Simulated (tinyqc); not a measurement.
# Interface traps from C-V curves, high-low and Terman methods: effects of single changes

MOS capacitor on an n-type substrate; psi is the band bending, negative in depletion; only majority carriers are counted. At the bending psi the Fermi level lies y = xi - psi below the conduction edge at the surface, xi = Vt ln(Nc/Nd). Dit(y) = D0 + D1 exp(-y/E1); traps fill up to the Fermi level, follow the bias and a slow signal, and do not follow a fast one. V is the gate voltage from flat band.

Values chosen for this exercise; band and dielectric values close to those of silicon: temperature T = 350 K; relative permittivity eps_r = 11.6; conduction-band density of states at T Nc = 3.52e19 cm^-3; donor density Nd = 3.3e15 cm^-3; equivalent oxide thickness EOT = 5 nm; trap density far from the band edge D0 = 6.8e10 cm^-2 eV^-1; band-tail density at the conduction edge D1 = 2.4e12 cm^-2 eV^-1; decay energy of the tail E1 = 0.15 eV.

Constants: q = 1.602176634e-19 C, kB = 1.380649e-23 J/K, Vt = kB T/q, eps0 = 8.8541878128e-14 F/cm where lengths are in cm. Results are converted to the units shown.

Each table varies one quantity; the others keep the values above.

## Effect of the oxide thickness on the signal

Cox = 3.9 eps0/EOT, LD = sqrt(eps0 eps_r Vt/(q Nd)), u = psi/Vt, Cd = (eps0 eps_r/(sqrt(2) LD)) |exp(u) - 1|/sqrt(exp(u) - u - 1). Ideal V0 = psi - sqrt(2) (eps0 eps_r Vt/LD) sqrt(exp(u) - u - 1)/Cox for psi < 0; the traps add dV = (q/Cox) times the integral of Dit from 0 to psi = (q/Cox) [D0 psi + D1 E1 exp(-xi/E1) (exp(psi/E1) - 1)]. 1/C_HF = 1/Cox + 1/Cd, 1/C_LF = 1/Cox + 1/(Cd + q Dit). All at psi = -0.17 V.

Effect of the oxide thickness on the signal:
```
EOT (nm)  dV (mV)  C_HF (nF/cm^2)  C_LF (nF/cm^2)  (C_LF - C_HF)/Cox (%)
1.4       -3.2071          43.123          71.810                 1.1630
2.5       -5.7270          42.539          70.204                 2.0029
4.4       -10.079          41.566          67.593                 3.3164
8         -18.326          39.839          63.143                 5.3989
14        -32.071          37.260          56.900                 7.9628
26        -59.560          32.989          47.507                 10.931
46        -105.38          27.697          37.256                 12.734
```

What does the comparison show?

The stretch-out grows in proportion to the EOT, from -3.21 to -105 mV, so thin oxides leave Terman's method little to read; the high-low gap rises from 1.16 to 12.7 % of Cox.

## Subthreshold swing with traps

Same model as above.

At psi = -0.17 V the swing of a transistor with this gate would be S = Vt ln 10 (1 + (Cd + q Dit)/Cox), Dit as above.

Subthreshold swing with traps:
```
D0 (cm^-2 eV^-1)  Dit (cm^-2 eV^-1)  q Dit/Cox  S (mV/decade)
8.5e9                      1.282e11    0.02974          75.93
2.5e10                     1.447e11    0.03357          76.19
7.3e10                     1.927e11    0.04470          76.97
2.1e11                     3.297e11    0.07649          79.17
6.2e11                     7.397e11     0.1716          85.78
1.8e12                     1.920e12     0.4453          104.8
5.3e12                     5.420e12      1.257          161.2
1.5e13                     1.512e13      3.508          317.5
```

What does the table show?

S rises from 75.9 to 317 mV/decade; without traps it is 73.9. The traps add 10 mV/decade at Dit = 6.21e11 cm^-2 eV^-1 and equal Cox at 4.31e12.

Computed by the program tinyqc: `OMP_NUM_THREADS=1 python tinyqc.py 2030130 2030131 out.jsonl`, one thread of a shared Intel Xeon 2.30GHz, about 0.01 s for the whole run.
